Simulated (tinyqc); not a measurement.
# Gain factor and gap resistance from two string resistances

Inverse problem. At small bit-line voltage each of the 48 cells has the resistance 1/(K x) at overdrive x (no mobility reduction) in series with a gap resistance Rg. Find K, Rg and the share of the gaps at the higher overdrive.

resistance of a string of 48 equal cells at overdrives of 3.7 and 7.4 V (kohm): 2909.1027  1557.7514

Answer. The resistance per cell is a straight line in 1/x with slope 1/K and intercept Rg.

K = 4.80 uA/V^2
Rg = 4.30 kohm
share of the gaps = 13.2 %

tinyqc, about 0.5 s, one thread, Intel Xeon 2.30GHz (shared host): `OMP_NUM_THREADS=1 python tinyqc.py 2142026 2142027 out.jsonl`
